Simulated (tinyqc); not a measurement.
Semiconductor laser, carrier and photon rate equations: effect of the photon lifetime on threshold and bandwidth.

Carrier density N and photon density S in one mode: dN/dt = F1 = eta I/(q V) - (A N + B N^2 + C N^3) - vg g S; dS/dt = F2 = G vg g S + G be B N^2 - S/tp, with g = g0 ln(N/Ntr)/(1 + ec S). Output power P = Fo Eph S V/(G tp). No heating, no carrier transport.

gth = 1/(G vg tp), Nth = Ntr exp(gth/g0), Ith = q V (A Nth + B Nth^2 + C Nth^3)/eta. N and S are the steady state (F1 = F2 = 0, S > 0). Jacobian, with a = g0/(N (1 + ec S)) and d = g/(1 + ec S): J11 = -(A + 2 B N + 3 C N^2) - vg a S, J12 = -vg d, J21 = G vg a S + 2 G be B N, J22 = G vg d - 1/tp. wR^2 = det J, gamma = -trace J, fR = wR/(2 pi); the response wR^2/(wR^2 - w^2 + i gamma w) falls to 1/sqrt(2) at w^2 = x + sqrt(x^2 + wR^4), x = wR^2 - gamma^2/2 (f3dB = w/(2 pi)).

Inputs (values chosen for the exercise): active volume V = 1.1e-11 cm^3; confinement factor G = 0.071; group velocity vg = 7.36e9 cm/s; gain coefficient g0 = 1500 1/cm; transparency density Ntr = 1.4e18 cm^-3; gain compression ec = 1.4e-17 cm^3; defect recombination coefficient A = 2.4e8 1/s; radiative coefficient B = 8.2e-11 cm^3/s; Auger coefficient C = 5e-30 cm^6/s; share of spontaneous emission into the mode be = 0.00017; injection efficiency eta = 0.72; share of cavity losses that is output Fo = 0.47; photon energy Eph = 1.46 eV; drive current I = 9 mA.

Constants: q = 1.602176634e-19 C. Results are converted to the units shown.

Result of one run:
```
tp (ps),Ith (mA),P (mW),fR (GHz),gamma (1/ns),f3dB (GHz)
4.1,1.941,3.482,5.432,8.212,8.354
```

What becomes of these results when the photon lifetime tp is changed from 4.1 to 12 ps, all else the same?

Result of the changed run:
```
tp (ps),Ith (mA),P (mW),fR (GHz),gamma (1/ns),f3dB (GHz)
12,1.448,3.728,6.148,21.38,9.031
```

The whole series:
```
tp (ps),Ith (mA),P (mW),fR (GHz),gamma (1/ns),f3dB (GHz)
1.4,4.997,1.970,3.048,3.196,4.713
2.1,3.044,2.936,4.318,4.723,6.674
2.9,2.351,3.279,4.954,6.156,7.643
4.1,1.941,3.482,5.432,8.212,8.354
5.8,1.701,3.602,5.766,11.09,8.810
8.2,1.551,3.676,5.992,15.11,9.044
12,1.448,3.728,6.148,21.38,9.031
```

As tp goes from 1.4 to 12 ps, Ith falls from 5.00 to 1.45 mA, fR rises from 3.05 to 6.15 GHz, gamma rises from 3.20 to 21.4 1/ns and f3dB goes from 4.71 through a maximum of 9.04 (at tp = 8.2 ps among the rows listed) to 9.03 GHz.

Computed by the program tinyqc: `OMP_NUM_THREADS=1 python tinyqc.py 2840023 2840024 out.jsonl`, one thread of a shared Intel Xeon 2.30GHz, about 0.01 s for the whole run.
